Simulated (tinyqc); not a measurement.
Worked calculation: conductance of a narrow metal strip with scatterers (square lattice, Green functions). Values are carried at full precision from step to step, so a last printed digit may differ when a step is redone from the rounded ones.

A strip of W sites across with hard walls, site energy 0 and hopping -t. Mode n = 1 to W has profile chi_n(j) = sqrt(2/(W + 1)) sin(n j pi/(W + 1)) and energy en = -2t cos(n pi/(W + 1)); E = en - 2t cos(kn a). With z_n = exp(i kn a) (Im k > 0 for closed modes, |z| < 1) each lead gives the self-energy -t z_n in mode n. One column carries the site energies v, here a uniform barrier across the strip, as of a grain boundary. In the mode basis V_nm = sum_j chi_n(j) v_j chi_m(j), G = (E - en + 2 t z_n - V)^-1, and t_nm = 2t sqrt(sin(kn a) sin(km a)) G_nm in size for open modes. T = sum |t_nm|^2, conductance (2e^2/h) T.

Constants: e^2/h = 3.874045865e-05 S.

Inputs chosen for the exercise (hopping and spacing of the size met in Cu or Al; the lattice is a model; shifted at random, so the results belong to these values and not to a real crystal): t = 1.86 eV (hopping); a = 2.72 angstrom (spacing); W = 4 (sites across); E = -1.58 eV (Fermi energy); v = (3.3, 3.3, 3.3, 3.3) eV (site energies in the scattering column).

## Modes at the Fermi energy

For each n: en, cos(kn a) = (en - E)/(2t), z_n and the velocity 2 t a sin(kn a) (zero if closed).

Modes:
```
n  en (eV)  cos(k a)                  z  dE/dk (eV angstrom)
1  -3.0095  -0.38429  -0.38429+0.92321i               9.3415
2  -1.1495   0.11571   0.11571+0.99328i              10.0504
3   1.1495   0.73375   0.73375+0.67942i               6.8747
4   3.0095   1.23375            0.51116               0.0000
```

3 of 4 modes are open, so the clean strip has a resistance of 4302 ohm, whatever its length.

## The scatterer in the mode basis

Form V_nm.

V (eV), lower triangle:
```
        n=1     n=2     n=3     n=4
n=1  3.3000
n=2       0  3.3000
n=3       0       0  3.3000
n=4       0       0       0  3.3000
```

A uniform column does not mix the modes.

## Green function and transmission

E - en + 2 t z_n = 2t (z_n - cos(kn a)). Invert, form |t_nm|^2 = (2t)^2 Im(z_n) Im(z_m) |G_nm|^2 and sum. The added resistance is 1/(2 (e^2/h) T) less the same for the clean strip.

G (1/eV):
```
                 n=1              n=2              n=3      n=4
n=1  -0.1455-0.1514i           0.0000           0.0000   0.0000
n=2           0.0000  -0.1345-0.1506i           0.0000   0.0000
n=3           0.0000           0.0000  -0.1910-0.1463i   0.0000
n=4           0.0000           0.0000           0.0000  -0.1670
```

|t_nm|^2, lower triangle:
```
        n=1     n=2     n=3  n=4
n=1  0.5199
n=2       0  0.5563
n=3       0       0  0.3697
n=4       0       0       0    0
```

T = 1.4460
added resistance = 4624 ohm

Mode 3 passes least (0.370) and mode 2 most (0.556); 0.0 % of the transmitted flux changes mode.

## Checks

- Transmitted plus reflected flux against the number of open modes: both 3.00000.

Program tinyqc; command `OMP_NUM_THREADS=1 python tinyqc.py 1482566 1482567 out.jsonl`; about 0.01 s on one thread of a shared Intel(R) Xeon(R) Processor @ 2.30GHz.
